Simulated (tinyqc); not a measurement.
Capacitance measurement on a leaky thin oxide: effects of series resistance and leakage: one step of the calculation.

The device is a capacitance C in parallel with a leakage conductance G, in series with Rs and Ls. An impedance meter reports either a parallel pair (Cp, Gp) from Y = 1/Z = Gp + i w Cp or a series pair (Cs, Rm) from Z = Rm + 1/(i w Cs); w = 2 pi f, dissipation D = Gp/(w |Cp|).

Task. What the meter reports. Z = Rs + i w Ls + 1/(G + i w C).

Parameters, values chosen for the exercise; values of the order met in thin-oxide MOS capacitors:
```
symbol,value,unit,meaning
Rs,490,ohm,series resistance
Ls,0,nH,series inductance
f,50000,Hz,measuring frequency
```

C = 42.317809 pF
G = 0.18939394 uS

Wanted: Z; Cp; Gp; Cs; D.

Result.

Z = (0.1561-7.5204i) x 1e4 ohm
Cp = 42.308 pF
Gp = 0.27595 uS
Cs = 42.326 pF
D = 0.020762

Cp is 0.023 % below C and Cs is 0.020 % above it; G Rs = 9.28e-5, w C Rs = 0.00651 and G/(w C) = 0.0142.

Numbers from tinyqc (`OMP_NUM_THREADS=1 python tinyqc.py 2022185 2022186 out.jsonl`; about 0.01 s on one thread of a shared Intel Xeon 2.30GHz).
